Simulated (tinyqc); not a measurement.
Worked calculation: sputter depth profiling of a dopant layer: erosion rate, quantification and the mixing-roughness response. Computed by tinyqc, a small Python program that keeps every step. Command: `OMP_NUM_THREADS=1 python tinyqc.py 3029537 3029538 out.jsonl sims walk`. One thread of a shared host (Intel(R) Xeon(R) Processor @ 2.30GHz), about 0.03 s of CPU time with the checks. Intermediate numbers are printed to about 5 digits and carried at full precision; extremes and crossings named in words are read from the listed rows.

A rastered ion beam erodes silicon (49.94 atoms per nm^3). The measured profile is the true one convolved with a depth response.

Inputs (values chosen for the exercise, modelled on a dopant in silicon under an oxygen or caesium beam):
```
quantity                               value    unit
beam energy E                              3     keV
beam current                              20      nA
raster side                              500      um
sputter yield at 1 keV                   1.5       -
mixing length at 1 keV                   1.4      nm
roughness sigma                         0.76      nm
depth of the top edge z0                  44      nm
box width b                               16      nm
box concentration C                    8e+18  1/cm^3
relative sensitivity factor RSF      1.2e+21  1/cm^3
matrix count rate                     990000     1/s
background count rate                    1.5     1/s
counting time per point                    2       s
level that defines the junction C_B    3e+16  1/cm^3
```

True profile: box.

Constants: e = 1.602176634e-19 C.

## Erosion and sensitivity

Scaling chosen for the exercise: yield Y = Y1 E^0.5, mixing length w = w1 E^0.5 (E in keV). Erosion rate = Y I/(e x raster^2 x density); depth step = rate x counting time; concentration = RSF x counts/matrix counts; detection limit = RSF x 3 sqrt(background x time)/(matrix rate x time).

yield Y = 2.5981

mixing length w = 2.4249 nm

erosion rate = 0.025977 nm/s

depth step = 0.051953 nm

detection limit = 3.1492e+15 1/cm^3

Caution: with so few background counts Poisson statistics, not 3 sqrt(N), set the true limit.

## Measured shape

Mixing alone turns a layer at z0 into (1/w) exp(-(z - z0 + w)/w) for z > z0 - w; roughness adds a Gaussian of width sigma. With x = z - z0 + w: g(x) = (1/(2w)) exp(sigma^2/(2 w^2) - x/w) erfc((sigma/w - x/sigma)/sqrt2), and its integral G(x) = (1/2) erfc(-x/(sigma sqrt2)) - w g(x). Measured: C [G(x) - G(x - b)]. Find the maximum, the full width at half maximum and the deep point where the profile falls to C_B; far down, the trailing edge decays by w ln(10) per decade.

depth of the maximum = 55.536 nm

peak concentration = 7.9709e+18 1/cm^3

full width at half maximum = 16.015 nm

apparent junction depth = 71.236 nm

trailing slope = 5.5835 nm/decade

The true deep edge lies at 60 nm, so the junction appears 11.2 nm too deep. The peak reaches 99.6 % of the true concentration.

## Moments

Convolution adds means and variances: the response has mean 0 (shift -w plus exponential mean w) and variance w^2 + sigma^2; a box adds the mean b/2 and the variance b^2/12.

centroid = 52 nm

standard deviation = 5.2717 nm

maximum minus centroid = 3.5355 nm

The centroid stays at the true position while the maximum lies deeper, so depth is read from the centroid.

## Points of the profile

Counts = concentration x matrix rate x time/RSF + background x time; relative noise 1/sqrt(counts). Depths are z0 - w + k (w + sigma), k = -0.5, 0, 0.5, 1, 2, 3, 5, 8, 12.

Profile:
```
k     z (nm)  measured (1/cm^3)      counts  relative noise
-0.5  39.983         1.4874e+16  2.7543e+01         0.19054
0.0   41.575         8.3233e+17  1.3763e+03         0.02695
0.5   43.168         3.6610e+18  6.0437e+03         0.01286
1.0   44.760         5.7405e+18  9.4749e+03         0.01027
2.0   47.945         7.3924e+18  1.2201e+04         0.00905
3.0   51.130         7.8366e+18  1.2933e+04         0.00879
5.0   57.499         7.2512e+18  1.1968e+04         0.00914
8.0   67.054         1.6832e+17  2.8073e+02         0.05968
12.0  79.794         8.8004e+14  4.4521e+00         0.47394
```

## Beam energy: resolution against speed

Width = full width at half maximum; the apparent junction is the deep point where the profile falls to C_B; time to profile to twice z0 = 2 z0/erosion rate, at fixed current.

Measured values:
```
E (keV)  w (nm)  peak (1/cm^3)  width (nm)  apparent junction (nm)  time (min)
0.15     0.5422     7.9995e+18      16.000                  63.019      252.50
0.25     0.7000     7.9996e+18      16.000                  63.623      195.59
0.50     0.9899     7.9997e+18      16.000                  64.832      138.30
1.00     1.4000     7.9991e+18      16.000                  66.627       97.79
2.00     1.9799     7.9905e+18      16.004                  69.225       69.15
4.00     2.8000     7.9421e+18      16.032                  72.935       48.90
8.00     3.9598     7.7777e+18      16.150                  78.162       34.58
```

From the highest to the lowest energy the width goes from 16.1 to 16.0 nm, towards the floor set by roughness and the box width 16 nm, and the junction error from 18.2 to 3.02 nm, at 7.3 times the time. Extrapolating the tail slope to zero energy separates mixing from real diffusion. Caution: the surface transient, segregation under the beam and the growth of roughness with depth are left out, and real yields fall faster near the sputter threshold.

Checks made by the program: dose under the measured profile (relative difference below 1e-10).
